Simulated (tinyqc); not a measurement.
Rapid thermal processing of a wafer: radiative balance, ramp and cooling, pattern effects, pyrometer error and spike budget: one step, computed by the program tinyqc. Command: `OMP_NUM_THREADS=1 python tinyqc.py 3114093 3114094 out.jsonl rtp walk`. One thread of a shared host (Intel(R) Xeon(R) Processor @ 2.30GHz), about 0.04 s of CPU time with the checks.

The wafer is opaque and uniform through its thickness unless said otherwise; temperatures in formulas are in kelvin (C + 273.15). sigma = 5.670374419e-12 W/(cm^2 K^4).

Task: Pattern effect. At steady state a sinusoidal change of absorbed power of relative amplitude a and period p gives the temperature amplitude a q/(dq/dT + k d (2 pi/p)^2); healing length l = sqrt(k d/(dq/dT)); process change = E_a dT/(k_B T^2). Emissivity is taken as unchanged.

Inputs (values chosen for the exercise, modelled on a hot silicon wafer):
```
quantity                                        value        unit
wafer thickness d                                 775  micrometre
thermal conductivity k                           0.29    W/(cm K)
wall temperature T_w                              500           K
process temperature                               840           C
relative change of absorptivity over a pattern     14           %
period of the pattern                              38          mm
activation energy of the process E_a              2.7          eV
```

dq/dT = 33.94943 mW/(cm^2 K)

holding power q = 10.65560 W/cm^2

Constants: k_B = 8.617333262e-05 eV/K.

Give: healing length l; amplitude without lateral conduction; amplitude; change of the process rate.

Result:

healing length l = 8.1364 mm

amplitude without lateral conduction = 43.941 K

amplitude = 15.638 K

change of the process rate = 39.542 %

Lateral conduction cuts the amplitude to 36 %, since p/(2 pi l) = 0.74.
